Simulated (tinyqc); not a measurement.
Worked calculation: Hubbard ring of 3 sites. Computed by tinyqc, a small Python program that keeps every step. Settings: hopping = 0.96, U = 8.1, mixing = 0.2, iteration cap = 53. Command: `OMP_NUM_THREADS=1 python tinyqc.py 28182 28183 out.jsonl` (the two numbers bound the seeds that draw the settings). One thread of a shared host (Intel(R) Xeon(R) Processor @ 2.60GHz), about 0.2 s of CPU time with the checks.

one-body matrix (hopping and site energies) (eV), order 1, 2, 3:
```
[[-0.440000, -0.960000, -0.960000],
 [-0.960000, -0.620000, -0.960000],
 [-0.960000, -0.960000, 0.040000]]
```

U = 8.100000 eV

electrons, up and down: [2, 1]

n(up) at the start (a guess, not normalised): [1.000000, 0.217000, 1.000000]

n(down) at the start (a guess): [0.000000, 0.783000, 0.000000]

Each step fills the lowest levels of T + U n(other spin) and sets n(new) = n + mixing (n(out) - n); stop when output and input agree to 1e-8.

Course of the cycle:
```
iteration       E (eV)  largest |n(out) - n(in)|  mean |n_up - n_down|
1          -1.45619121                  1.82e-01              0.945108
2          -1.46278269                  1.48e-01              0.948869
3          -1.46686105                  1.20e-01              0.951696
4          -1.46942046                  9.70e-02              0.953856
5          -1.47104497                  7.86e-02              0.955527
6          -1.47208554                  6.37e-02              0.956833
7          -1.47275699                  5.16e-02              0.957862
8          -1.47319285                  4.17e-02              0.958679
9          -1.47347714                  3.38e-02              0.959330
10         -1.47366330                  2.74e-02              0.959851
11         -1.47378559                  2.22e-02              0.960270
...                ...                       ...                   ...
43         -1.47402359                  2.96e-05              0.962059
44         -1.47402359                  2.41e-05              0.962060
45         -1.47402359                  1.96e-05              0.962060
46         -1.47402359                  1.59e-05              0.962060
47         -1.47402359                  1.30e-05              0.962061
48         -1.47402359                  1.05e-05              0.962061
49         -1.47402359                  8.57e-06              0.962061
50         -1.47402359                  6.98e-06              0.962061
51         -1.47402359                  5.68e-06              0.962061
52         -1.47402359                  4.62e-06              0.962061
53         -1.47402359                  3.76e-06              0.962061
```

Can the last value be used, and what does the course show?

Not by the stop rule, although the second column moves by less than 1e-07 over the last three steps. Not converged within 53 iterations: the residual falls steadily but slowly, by a factor of about 0.81 a step. The lowest mean-field energy found from random starts is -1.48668 eV. Reruns (cap 100 unless said): mixing 0.5: converged in 28 to a higher stationary point (E = -1.47402); mixing 0.9: converged in 11 to a higher stationary point (E = -1.47402); the original settings with a cap of 400: converged in 82 to a higher stationary point (E = -1.47402).
